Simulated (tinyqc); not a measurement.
# On-chip interconnect, size-dependent resistivity and RC delay: two metals against line width

A rectangular line between two neighbours and two ground planes. Surface and grain-boundary scattering are added to the bulk resistivity as corrections; capacitances are parallel-plate values without fringing; inductance is ignored.

Metal width x = wd - 2 tl, height y = AR wd - tl; grain boundaries (Mayadas-Shatzkes): al = (lam/(gr x)) Rg/(1 - Rg), g = 1/[1 - 3 al/2 + 3 al^2 - 3 al^3 ln(1 + 1/al)] - 1; surfaces (Fuchs-Sondheimer, thick limit): s = (3/8) lam (1 - ps)(1/x + 1/y); rho = rho0 (1 + g + s); r = rho/(x y). The second metal has rho2, lam2 and tl2 in place of rho0, lam and tl; ps, Rg, gr and AR are shared.

Values chosen for this exercise; metal values close to those of copper: bulk resistivity rho0 = 1.72 uohm cm; bulk mean free path lam = 39.2 nm; specular share of surface scattering ps = 0.4; reflection coefficient of grain boundaries Rg = 0.21; grain size over the metal width gr = 0.7; aspect ratio, height over width AR = 2.5; liner on both walls and the bottom, not conducting tl = 1.9 nm; space to the neighbouring lines sp = 10 nm; dielectric height to the planes above and below hd = 14 nm; relative permittivity of the dielectric ek = 4.2; Miller factor of the neighbours Mf = 2; bulk resistivity of the second metal (close to ruthenium) rho2 = 7.63 uohm cm; mean free path of the second metal lam2 = 6.46 nm; liner of the second metal tl2 = 0.1 nm.

Constants: eps0 = 8.8541878128e-12 F/m. Results are converted to the units shown.

Two metals against line width:
```
wd (nm)	rho, first (uohm cm)	rho, second (uohm cm)	r, first (ohm/um)	r, second (ohm/um)	ratio second/first
6.5	21.14	14.27	5457	1402	0.2570
8	14.40	13.01	1894	838.4	0.4426
10	10.42	11.93	727.8	489.0	0.6718
13	7.663	10.94	272.2	263.8	0.9691
17	5.909	10.16	110.3	142.7	1.294
22	4.786	9.589	49.53	80.12	1.618
30	3.871	9.069	20.21	40.63	2.010
45	3.104	8.591	6.811	17.06	2.505
70	2.590	8.249	2.260	6.757	2.989
120	2.221	7.992	0.6412	2.224	3.469
```

The resistivity of the first metal falls from 21.1 to 2.22 uohm cm and that of the second goes from 14.3 to 7.99 uohm cm as the line widens. The products rho0 lam, which set the size effect, are 67.4 and 49.3 uohm cm nm. The two resistances cross at wd = 13.3 nm: below it the second metal gives the lower line resistance. For widths well under the mean free path the thick-limit surface term is only a guide.

Range of the model: The metal width is under the mean free path, where the thick-limit surface term and the simple sum of corrections lose accuracy.

Numbers from tinyqc (`OMP_NUM_THREADS=1 python tinyqc.py 2100121 2100122 out.jsonl`; about 0.01 s on one thread of a shared Intel Xeon 2.30GHz).
